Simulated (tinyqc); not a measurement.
Anisotropic elasticity and sound waves of a cubic crystal: one step, computed by the program tinyqc.

Voigt order 1..6 = xx, yy, zz, yz, xz, xy, with engineering shear strains. The rotated frame has x' as named, z' along the wafer normal and y' = z' x x'.

Question. Compliances and anisotropy. S11 = (C11 + C12)/D, S12 = -C12/D, D = (C11 - C12)(C11 + 2 C12), S44 = 1/C44. Zener ratio A = 2 C44/(C11 - C12); S0 = S11 - S12 - S44/2; H = 2 C44 + C12 - C11.

Inputs (values chosen for the exercise, modelled on tantalum): C11 = 262.7 GPa; C12 = 160.8 GPa; C44 = 82.7 GPa.

Frame: (113) wafer, x' along [1-10].

Give: S11; S12; S44; Zener ratio A; S0; H.

Answer.

S11 = 7.113 1/TPa

S12 = -2.701 1/TPa

S44 = 12.09 1/TPa

Zener ratio A = 1.623

S0 = 3.768 1/TPa

H = 63.5 GPa
